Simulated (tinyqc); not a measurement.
Linear model of a band gap against the share of exact exchange: one step. Band edges and a deep level. Five cases, with inputs chosen for the exercise.

Question. The opening c = S alpha lowers the valence top by fv c and raises the conduction edge by (1 - fv) c, both against the mean potential; the level moves by cd c. Use the fixed point. Compare with stretching the level in proportion to the gap and with pinning it to either edge.

Give: opening c; shifts of the valence and conduction edges; level above the valence top; level below the conduction edge; level above the valence top: stretched, tied to the valence edge, tied to the conduction edge.

Case 1.

Values chosen (of the order of those of GaP; shifted at random, so the results belong to these values and not to a real crystal): E0 = 1.54 eV (gap of the semi-local functional); S = 5.28 eV (slope dE/d(alpha)); fv = 0.79 (share of the opening taken by the valence edge); Ed = 0.26 eV (defect level above the semi-local valence top); cd = 0.4 (shift of the level per unit opening, on the scale of the mean potential).

fixed point = 0.1076516

Answer.

opening c = 0.568 eV

shifts of the valence and conduction edges (eV): -0.449  0.119

level above the valence top = 0.936 eV
level below the conduction edge = 1.172 eV

level above the valence top: stretched, tied to the valence edge, tied to the conduction edge (eV): 0.356  0.260  0.828

The three recipes err by -0.58, -0.68 and -0.11 eV against alignment through the mean potential. With cd = 0.4 the level moves with the conduction edge, by 1.90 times as much as that edge.

Case 2.

Values chosen (of the order of those of TiO2; shifted at random, so the results belong to these values and not to a real crystal): E0 = 1.91 eV (gap of the semi-local functional); S = 8.73 eV (slope dE/d(alpha)); fv = 0.6 (share of the opening taken by the valence edge); Ed = 1.18 eV (defect level above the semi-local valence top); cd = 0.37 (shift of the level per unit opening, on the scale of the mean potential).

fixed point = 0.1525955

Answer.

opening c = 1.332 eV

shifts of the valence and conduction edges (eV): -0.799  0.533

level above the valence top = 2.472 eV
level below the conduction edge = 0.770 eV

level above the valence top: stretched, tied to the valence edge, tied to the conduction edge (eV): 2.003  1.180  2.512

The three recipes err by -0.47, -1.29 and +0.04 eV against alignment through the mean potential. With cd = 0.37 the level moves with the conduction edge, by 0.92 times as much as that edge.

Case 3.

Values chosen (of the order of those of TiO2; shifted at random, so the results belong to these values and not to a real crystal): E0 = 1.93 eV (gap of the semi-local functional); S = 8.91 eV (slope dE/d(alpha)); fv = 0.58 (share of the opening taken by the valence edge); Ed = 1.1 eV (defect level above the semi-local valence top); cd = 0.07 (shift of the level per unit opening, on the scale of the mean potential).

fixed point = 0.1369598

Answer.

opening c = 1.220 eV

shifts of the valence and conduction edges (eV): -0.708  0.513

level above the valence top = 1.893 eV
level below the conduction edge = 1.257 eV

level above the valence top: stretched, tied to the valence edge, tied to the conduction edge (eV): 1.796  1.100  2.320

The three recipes err by -0.10, -0.79 and +0.43 eV against alignment through the mean potential. With cd = 0.07 the level moves with the conduction edge, by 0.17 times as much as that edge.

Case 4.

Values chosen (of the order of those of Si; shifted at random, so the results belong to these values and not to a real crystal): E0 = 0.59 eV (gap of the semi-local functional); S = 4.58 eV (slope dE/d(alpha)); fv = 0.66 (share of the opening taken by the valence edge); Ed = 0.42 eV (defect level above the semi-local valence top); cd = -0.24 (shift of the level per unit opening, on the scale of the mean potential).

fixed point = 0.0815275

Answer.

opening c = 0.373 eV

shifts of the valence and conduction edges (eV): -0.246  0.127

level above the valence top = 0.577 eV
level below the conduction edge = 0.387 eV

level above the valence top: stretched, tied to the valence edge, tied to the conduction edge (eV): 0.686  0.420  0.793

The three recipes err by +0.11, -0.16 and +0.22 eV against alignment through the mean potential. With cd = -0.24 the level moves with the valence edge, by 0.36 times as much as that edge.

Case 5.

Values chosen (of the order of those of GaP; shifted at random, so the results belong to these values and not to a real crystal): E0 = 1.62 eV (gap of the semi-local functional); S = 5.85 eV (slope dE/d(alpha)); fv = 0.64 (share of the opening taken by the valence edge); Ed = 1.04 eV (defect level above the semi-local valence top); cd = 0 (shift of the level per unit opening, on the scale of the mean potential).

fixed point = 0.1086328

Answer.

opening c = 0.636 eV

shifts of the valence and conduction edges (eV): -0.407  0.229

level above the valence top = 1.447 eV
level below the conduction edge = 0.809 eV

level above the valence top: stretched, tied to the valence edge, tied to the conduction edge (eV): 1.448  1.040  1.676

The three recipes err by 0.00, -0.41 and +0.23 eV against alignment through the mean potential. A localised level with cd = 0 stays put while the edges move away from it.

Computed by tinyqc, one run a case: `OMP_NUM_THREADS=1 python tinyqc.py N N+1 out.jsonl` with N = 1850821, 1850882, 1850917, 1850925, 1850928; one thread of a shared Intel(R) Xeon(R) Processor @ 2.30GHz, about 0.01 s a run at most.
